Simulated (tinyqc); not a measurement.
What moves the results: Shockley state of an s-p chain by decimation. A value that a table varies takes the place of the one given here.

Each site has s at -d/2 and p at +d/2: H0 = diag(-d/2, d/2). The block to the next site on the right is H1 = [[-ts, u], [-u, tp]] (rows s, p of site n; columns s, p of site n + 1). Bulk: H(k) = [[-d/2 - 2 ts cos k, 2i u sin k], [-2i u sin k, d/2 + 2 tp cos k]]. The bands are inverted at k = pi if d < 2 (ts + tp).

Decimation (Sancho-Rubio) at z = E + i eta: start with es = e = H0, A = H1, B = H1^T. Each round forms g = (z - e)^-1 and sets es += A g B, e += A g B + B g A, A = A g A, B = B g B, doubling the length covered. Stop when all |A| < 1e-10. Surface G = (z - es)^-1, bulk G = (z - e)^-1; densities -Im tr G/pi.

Parameters, chosen for this exercise:
```
symbol  value  unit  meaning
d       7.62   eV    Ep - Es
ts      1.43   eV    s-s hopping
tp      1.64   eV    p-p hopping
u       0.66   eV    s-p hopping
eta     0.02   eV    broadening
E1      -1.15  eV    first energy
dE      0.188  eV    step
E       -0.31  eV    energy
```

## Surface against bulk across the gap

Eleven energies E1 + j dE.

Densities (1/eV):
```
E (eV)  surface    bulk
-1.150   0.0815  0.2525
-0.962   0.0251  0.5722
-0.774   0.0036  0.0152
-0.586   0.0024  0.0061
-0.398   0.0020  0.0041
-0.210   0.0018  0.0036
-0.022   0.0019  0.0040
0.166    0.0022  0.0059
0.354    0.0032  0.0145
0.542    0.0210  0.5491
0.730    0.0684  0.2384
```

edges of the bulk gap (201 k points) (eV): -0.9500  0.5300

Inside the gap the bulk density is only the tail of the broadening, at least 0.0036. The surface density has no peak there, and a chain of 60 sites has no level in the gap.

## Through the band inversion

d = f 2 (ts + tp). Gap edges from 201 k points; levels in the gap from an open chain of 60 sites (their mean, and the weight on the two end sites summed over them, divided by their number); a dash: none.

Against d:
```
f     d (eV)  top of lower band (eV)  bottom of upper band (eV)  levels in the gap  mean level (eV)  end weight
0.10   0.614                 -1.3340                     1.2824                  2          -0.0210       0.833
0.30   1.842                 -1.3188                     1.1642                  2          -0.0630       0.766
0.50   3.070                 -1.2248                     0.9672                  2          -0.1050       0.631
0.70   4.298                 -1.0116                     0.6509                  2          -0.1470       0.429
0.85   5.219                 -0.6705                     0.2505                  2          -0.1785       0.234
1.15   7.061                 -0.6705                     0.2505                  0                -           -
1.30   7.982                 -1.1310                     0.7110                  0                -           -
1.60   9.824                 -2.0520                     1.6320                  0                -           -
```

Levels in the gap appear for f = 0.1, 0.3, 0.5, 0.7 and 0.85 and for none of the other rows; the gap closes at f = 1. The level lies at -0.0210 eV for f = 0.1 and -0.1785 eV for f = 0.85, on the line E = d (ts - tp)/(2 (ts + tp)), and its end weight goes from 0.83 to 0.23: no shift of the surface potential is needed, the inversion alone binds it.

## What each parameter does

Gap edges from 201 k points between 0 and pi, and the surface density at E by decimation. Each row changes one parameter from the base and keeps the others.

Results:
```
case           top of lower band (eV)  bottom of upper band (eV)  surface density (1/eV)
base                          -0.9500                     0.5300                  0.0019
d = 8.382 eV                  -1.3310                     0.9110                  0.0013
ts = 1.573 eV                 -0.6640                     0.5300                  0.0024
tp = 1.804 eV                 -0.9500                     0.2020                  0.0022
u = 0.726 eV                  -0.9500                     0.5300                  0.0019
eta = 0.04 eV                 -0.9500                     0.5300                  0.0038
```

The largest shifts from the base row, up to three for each result and ties (the steps differ in size, so this ranks the rows, not the parameters). top of lower band (eV): d -0.3810, ts +0.2860; unchanged at the printed digits by tp, u and eta. bottom of upper band (eV): d +0.3810, tp -0.3280; unchanged at the printed digits by ts, u and eta. surface density (1/eV): eta +0.0019, d -0.0006, ts +0.0005; unchanged at the printed digits by u. The base chain is not inverted, so no surface state lies in the gap; E lies in the gap.

Run: tinyqc, `OMP_NUM_THREADS=1 python tinyqc.py 1482456 1482457 out.jsonl`; Intel(R) Xeon(R) Processor @ 2.30GHz, one thread, shared host; about 0.2 s of CPU time with all checks.
